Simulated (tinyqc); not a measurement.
Comparisons within one model: model-solid line-up of a strained alloy layer on a substrate. A value that a table varies takes the place of the one given here.

All values of the alloy are linear in x but the gap, Eg(x) = (1 - x) Eg_A + x Eg_B - C x (1 - x), and the valence edge, Ev(x) = (1 - x) Ev_A + x Ev_B + fv C x (1 - x); Ec = Ev + Eg. Ev is the top of the unstrained valence band on a scale common to all materials. In the layer only the Gamma valley of the conduction band is followed, also where an X or L valley would lie lower.

Coherent growth on a (110) face: e_par = (a_s - a)/a, e_perp = -(C11 + 3 C12 - 2 C44)/(C11 + C12 + 2 C44) e_par; exx = eyy = (e_par + e_perp)/2, ezz = e_par, exy = (e_perp - e_par)/2, eyz = ezx = 0.

Strained edges: Ec + ac tr(e); the valence edges are Ev plus the levels of the 6 x 6 matrix of X, Y, Z times spin with -Dso/3 + l exx + m (eyy + ezz) on the diagonal (cyclic), n exy off it, l = av + 2 b, m = av - b, n = sqrt(3) d. Spin-orbit term (Dso/3) L.sigma on X, Y, Z with (L_k)_ij = -i epsilon_kij: <X+|H|Y+> = -i Dso/3, <X+|H|Z-> = Dso/3, <Y+|H|Z-> = -i Dso/3, <Z+|H|X-> = -Dso/3, <Z+|H|Y-> = i Dso/3, <X-|H|Y-> = i Dso/3, and their conjugates; + and - are the spin along z.

dEc = Ec(substrate) - Ec(layer), dEv = Ev(layer) - Ev(substrate); positive values confine the carrier in the layer. Type I: both of one sign; type II: opposite signs; type III: the gaps do not overlap.

Coherent growth: e_par = (a_s - a)/a. (001): e_perp = -2 (C12/C11) e_par; exx = eyy = e_par, ezz = e_perp, no shear. (111): e_perp = -(2 C11 + 4 C12 - 4 C44)/(C11 + 2 C12 + 4 C44) e_par; exx = eyy = ezz = (2 e_par + e_perp)/3 and exy = eyz = ezx = (e_perp - e_par)/3. (110): e_perp = -(C11 + 3 C12 - 2 C44)/(C11 + C12 + 2 C44) e_par; exx = eyy = (e_par + e_perp)/2, ezz = e_par, exy = (e_perp - e_par)/2, eyz = ezx = 0.

Parameters, chosen for this exercise (A near InSb, B near InAs, substrate near GaSb; the results hold for these values, not for the real material): a = (6.477, 6.049) angstrom (lattice constant of A, B); Eg = (0.235, 0.421) eV (gap at Gamma to the s-like level of A, B); Dso = (0.82, 0.393) eV (spin-orbit splitting of A, B); Ev = (0, -0.59) eV (top of the unstrained valence band of A, B); ac = (-7, -5.13) eV (conduction deformation potential of A, B); av = (0.36, 1.01) eV (valence hydrostatic potential of A, B); b = (-1.99, -1.81) eV (tetragonal shear potential of A, B); d = (-4.7, -3.64) eV (trigonal shear potential of A, B); C11 = (67.9, 84.2) GPa (of A, B); C12 = (37.3, 45.5) GPa (of A, B); C44 = (31.1, 39.9) GPa (of A, B); C = 0.682 eV (bowing of the gap); fv = 0.75 (share of the bowing taken by the valence edge); a_s = 6.092 angstrom (substrate); Eg_s = 0.807 eV (lowest gap of the substrate); Ev_s = -0.03 eV (substrate valence edge); face = 110 (growth face); x = 0.85 (fraction of B).

## Composition against offsets

Each composition is strained to the same substrate.

Results:

| x | e_par (%) | relaxed gap (eV) | strained gap (eV) | valence splitting (meV) | dEc (eV) | dEv (eV) | type |
|---|---|---|---|---|---|---|---|
| 0.46 | -3.00 | 0.151 | 0.301 | 187 | 0.529 | -0.022 | II |
| 0.53 | -2.53 | 0.164 | 0.289 | 160 | 0.599 | -0.081 | II |
| 0.61 | -1.99 | 0.186 | 0.285 | 129 | 0.675 | -0.153 | II |
| 0.68 | -1.52 | 0.213 | 0.288 | 100 | 0.739 | -0.220 | II |
| 0.76 | -0.97 | 0.252 | 0.299 | 65 | 0.809 | -0.301 | III |
| 0.83 | -0.49 | 0.293 | 0.317 | 33 | 0.866 | -0.376 | III |
| 0.91 | 0.07 | 0.348 | 0.340 | 5 | 0.929 | -0.461 | III |
| 0.98 | 0.57 | 0.404 | 0.336 | 41 | 0.980 | -0.509 | III |

The alloy matches the substrate at x = 0.900, where the top valence edge changes its character and the splitting passes through zero. The strained gap runs from 0.301 to 0.336 eV, against 0.151 to 0.404 eV for the relaxed alloy: strain takes back part of the change that the composition makes. It is not monotonic; its extremes in the table are 0.285 and 0.340 eV. Strains above 2 % can be kept only in layers of a few nanometres. The type changes: II to III between x = 0.68 and 0.76. Offsets below about 50 meV are within the spread of parameter sets, so those rows do not settle the type.

## The same layer on three faces

Composition and substrate are kept.

Results:

| face | e_perp (%) | tr(e) (%) | shift of Ec (meV) | shift of Ev (meV) | valence splitting (meV) | gap (eV) |
|---|---|---|---|---|---|---|
| (001) | 0.376 | -0.318 | 17.2 | 10.4 | 25.7 | 0.3130 |
| (111) | 0.199 | -0.495 | 26.8 | 7.5 | 23.3 | 0.3254 |
| (110) | 0.235 | -0.459 | 24.8 | 8.1 | 23.9 | 0.3229 |

The layer yields most along the normal on (001) and least on (111), so the volume change, and with it the shift of Ec, is largest on (111). The valence splitting, set by b on (001), by d on (111) and by both on (110), is largest on (001). The gaps span 12 meV, from (001) to (111).

## What each parameter does

Strained gap, valence splitting and offsets. Each row changes one parameter from the base and keeps the others.

Results:

| case | gap (eV) | splitting (meV) | dEc (eV) | dEv (eV) |
|---|---|---|---|---|
| base | 0.3229 | 23.9 | 0.8823 | -0.3982 |
| x = 0.83 | 0.3167 | 33.3 | 0.8663 | -0.3760 |
| a_s = 6.112 angstrom | 0.3071 | 1.4 | 0.9057 | -0.4058 |
| C = 0.782 eV | 0.3101 | 23.9 | 0.8855 | -0.3886 |
| fv = 0.95 | 0.3229 | 23.9 | 0.8649 | -0.3808 |
| Ev_s = 0.02 eV | 0.3229 | 23.9 | 0.9323 | -0.4482 |
| C12 = (42.895, 52.325) GPa | 0.3207 | 24.9 | 0.8837 | -0.3974 |
| ac = (-8.05, -5.9) eV | 0.3266 | 23.9 | 0.8786 | -0.3982 |
| av = (0.414, 1.162) eV | 0.3235 | 23.9 | 0.8823 | -0.3988 |

The largest shifts from the base row, up to three for each result and ties (the steps differ in size, so this ranks the rows, not the parameters). gap (eV): a_s -0.0158, C -0.0127, x -0.0062; unchanged at the printed digits by fv and Ev_s. splitting (meV): a_s -22.5, x +9.4, C12 +1.0; unchanged at the printed digits by C, fv, Ev_s, ac and av. dEc (eV): Ev_s +0.0500, a_s +0.0234, fv -0.0174; unchanged at the printed digits by av. dEv (eV): Ev_s -0.0500, x +0.0222, fv +0.0174; unchanged at the printed digits by ac.

(tinyqc, `OMP_NUM_THREADS=1 python tinyqc.py 1081505 1081506 out.jsonl`, Intel(R) Xeon(R) Processor @ 2.30GHz, 1 thread, shared host, about 0.01 s.)
